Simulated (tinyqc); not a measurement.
Range and order of the fit: effective mass of the light-hole band from tabulated energies.

c = hbar^2/2m0. A uniform scatter of up to 0.3 meV has been added to mimic numerical noise.
Constants: hbar^2/2m0 = 3.80998211 eV angstrom^2.

Energies along [110], from the band edge downward:

| k (1/angstrom) | E (meV) |
|---|---|
| 0.000000 | 0.00000 |
| 0.004900 | 0.84850 |
| 0.009800 | 3.04950 |
| 0.014700 | 7.11200 |
| 0.019600 | 12.60250 |
| 0.024500 | 18.84360 |
| 0.029400 | 26.43240 |
| 0.034300 | 33.83940 |
| 0.039200 | 41.64280 |

reference mass (curvature of the model at k = 0.0001 1/angstrom) = 0.110402 m0

Least-squares fits of E = a k^2 (+ b k^4 + d k^6) over points 1 to n, and the line y = c k^2/E against E; errors of m against the reference.

Results:

| n | E at point n (meV) | one term (%) | two terms (%) | three terms (%) | line (%) | rms residual, one term (meV) |
|---|---|---|---|---|---|---|
| 3 | 7.1 | 5.38 | 9.53 | -7.35 | 0.47 | 0.069 |
| 4 | 12.6 | 5.25 | 6.10 | 10.18 | 2.05 | 0.060 |
| 5 | 18.8 | 8.19 | 1.27 | 9.72 | 1.77 | 0.232 |
| 6 | 26.4 | 10.80 | 2.00 | 2.16 | 1.73 | 0.371 |
| 7 | 33.8 | 15.33 | 0.22 | 3.71 | 1.05 | 0.815 |
| 8 | 41.6 | 20.64 | 0.14 | 1.34 | 0.25 | 1.355 |

What does the comparison show?

The error of the parabola goes from +5.38 to +20.64 % as the range widens, and at n = 8 its residual, 1.35 meV, is only 3.3 % of the top energy: a small residual does not vouch for the mass. Over the full range (n = 8) the best form is two terms (0.14 %); the line errs by +0.47 % at n = 3 and +0.25 % at n = 8. Many terms on few points amplify the scatter: three terms err by -7.4 % at n = 3 but by +1.3 % at n = 8.

tinyqc: `OMP_NUM_THREADS=1 python tinyqc.py 1880261 1880262 out.jsonl`; about 0.01 s, one thread, shared Intel(R) Xeon(R) Processor @ 2.30GHz.
